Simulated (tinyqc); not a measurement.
From results back to parameters: conductance of a narrow metal strip with scatterers (square lattice, Green functions). Two cases, with inputs chosen for the exercise.

Problem. Boundaries with reflection R, a distance dg apart, add incoherently to the scattering in a one-dimensional channel: rho/rho0 = 1 + (lam/dg) R/(1 - R). The ratio comes from a hidden R.

Find: R; effective mean free path lam rho0/rho.

Method. y = (rho/rho0 - 1) dg/lam = R/(1 - R), so R = y/(1 + y).

Case 1.

Values chosen (out of a larger set: hopping and spacing of the size met in Cu or Al; the lattice is a model; not measured data): lam = 36 nm (bulk mean free path); dg = 54 nm (distance between boundaries).

rho/rho0 = 1.56790

Solution.

R = 0.460
effective mean free path lam rho0/rho = 22.96 nm

Case 2.

Values chosen (out of a larger set: hopping and spacing of the size met in Cu or Al; the lattice is a model; not measured data): lam = 24 nm (bulk mean free path); dg = 20 nm (distance between boundaries).

rho/rho0 = 1.24578

Solution.

R = 0.170
effective mean free path lam rho0/rho = 19.26 nm

Computed by tinyqc, one run a case: `OMP_NUM_THREADS=1 python tinyqc.py N N+1 out.jsonl` with N = 1451521, 1451582; one thread of a shared Intel(R) Xeon(R) Processor @ 2.30GHz, about 0.01 s a run at most.
